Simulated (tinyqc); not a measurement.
Graded p-n junction, non-linear Poisson equation by Newton steps: one step of the calculation.

One dimension, p side on the left, n side on the right; net doping C = (Nd - Na)/2 + ((Nd + Na)/2) tanh(x/Lg). The potential psi is counted from the intrinsic level, and the quasi-Fermi potentials are flat: 0 for holes and -V for electrons, so n = ni exp((psi + V)/Vt) and p = ni exp(-psi/Vt) (Boltzmann statistics, full ionisation, no current).

Question. Densities, residual and Jacobian diagonal. n_i = ni exp((psi_i + V)/Vt), p_i = ni exp(-psi_i/Vt), rho_i = p_i - n_i + C_i, g_i = (n_i + p_i)/Vt. Box widths w_i = (h_(i-1) + h_i)/2 in cm. Residual F_i = a_i (psi_(i+1) - psi_i) - a_(i-1) (psi_i - psi_(i-1)) + q rho_i w_i; Jacobian: a_(i-1) and a_i beside the diagonal, b_i = -a_(i-1) - a_i - q g_i w_i on it. The two end nodes are fixed.

Inputs (values chosen for the exercise): temperature T = 300 K; bias of the p side against the n side V = 0.38 V.

Constants: q = 1.602176634e-19 C, kB = 1.380649e-23 J/K, Vt = kB T/q. Results are converted to the units shown.

```
node,x (nm),psi at the start (V),net doping C (cm^-3)
0,-11900,-1.3882161,-9.9999991e14
1,-8510,-1.3882161,-9.9998289e14
2,-5810,-1.3882161,-9.9891083e14
3,-3650,-1.3882161,-9.6988596e14
4,-1930,-1.3882161,-5.9466583e14
5,-550,-0.5083664,1.4919945e15
6,550,1.0596066,4.8080055e15
7,1830,1.0596066,6.8310628e15
8,3320,1.0596066,7.2500867e15
9,5050,1.0596066,7.2964944e15
10,7060,1.0596066,7.2998408e15
11,9390,1.0596066,7.2999956e15
```

```
interval,coupling a_i (F/cm^2)
0,2.5517822e-9
1,3.2039043e-9
2,4.0048803e-9
3,5.0293846e-9
4,6.2685083e-9
5,7.8641286e-9
6,6.7582355e-9
7,5.8057325e-9
8,5.0003130e-9
9,4.3037520e-9
10,3.7126788e-9
```

ni = 4.7752542e-9 cm^-3

Give: n; p; residual F; diagonal b.

Answer.

```
node,n (cm^-3),p (cm^-3)
0,5.517e-26,1.000e15
1,5.517e-26,1.000e15
2,5.517e-26,1.000e15
3,5.517e-26,1.000e15
4,5.517e-26,1.000e15
5,3.331e-11,1.656
6,7.300e15,7.558e-27
7,7.300e15,7.558e-27
8,7.300e15,7.558e-27
9,7.300e15,7.558e-27
10,7.300e15,7.558e-27
11,7.300e15,7.558e-27
```

```
node,residual F (1e-8 C/cm^2),diagonal b (F/cm^2)
1,0.000,-1.893e-6
2,0.004,-1.513e-6
3,0.094,-1.211e-6
4,1.558,-9.719e-7
5,3.646,-1.413e-8
6,-5.984,-5.398e-6
7,-1.041,-6.279e-6
8,-0.129,-7.295e-6
9,-0.011,-8.470e-6
10,-0.001,-9.825e-6
```

Program tinyqc, `OMP_NUM_THREADS=1 python tinyqc.py 2000024 2000025 out.jsonl`; Intel Xeon 2.30GHz, shared host, one thread, about 0.06 s.
